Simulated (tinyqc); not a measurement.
Bias-temperature instability, empirical power law with universal recovery: two steps of the calculation.

Threshold-voltage shift at the end of a stress: dV = A (V/V0)^g exp[-(Ea q/kB)(1/T - 1/T0)] (t/1 s)^n. After a delay tr the permanent share pp stays and the rest falls by r = 1/(1 + B (tr/t)^be). An empirical model: its parameters are fits, not properties.

Inputs (values chosen for the exercise): reference stress voltage V0 = 1.8 V; reference temperature T0 = 373 K; shift after 1 s at V0 and T0 A = 7.2 mV; time exponent n = 0.18; voltage exponent g = 4.6; apparent activation energy of the shift Ea = 0.06 eV; permanent share pp = 0.27; recovery scale B = 1; recovery dispersion be = 0.16; use voltage V = 0.75 V; use temperature T = 378 K; failure criterion dc = 50 mV; delay before the measurement tr = 0.001 s.

Constants: q = 1.602176634e-19 C, kB = 1.380649e-23 J/K. Results are converted to the units shown.

Problem 1. Shift and lifetime at use conditions. The lifetime solves dV = dc; ten years are 3.15576e8 s.

Wanted: voltage factor; temperature factor; shift after ten years; lifetime; largest voltage for ten years.

Solution 1.

voltage factor = 0.017825
temperature factor = 1.0250
shift after ten years = 4.4558 mV
lifetime = 6.817e6 years
largest voltage for ten years = 1.2686 V

The device passes: the shift at ten years is below dc. A lifetime beyond 100 years is a far extrapolation of the power law. In time the voltage exponent is g/n = 25.6 and the activation energy Ea/n = 0.333 eV.

Problem 2. What a delayed measurement sees. At V0 and T0, measured shift = dV [pp + (1 - pp) r]; the apparent exponent is the slope of ln(shift) against ln t between the first and last point.

t, point 0 to 2 (s): 10  100  1000

Wanted: dV; share left; measured; apparent n.

Solution 2.

```
point  dV (mV)  share left  measured (mV)
0        10.90      0.8639          9.415
1        16.49      0.9001          14.85
2        24.97      0.9279          23.16
```

apparent n = 0.1955

The delay hides 7.21 % of the last shift and raises the exponent from 0.18 to 0.196, since short stresses recover by a larger share.

Computed by the program tinyqc: `OMP_NUM_THREADS=1 python tinyqc.py 2070041 2070042 out.jsonl`, one thread of a shared Intel Xeon 2.30GHz, about 0.01 s for the whole run.
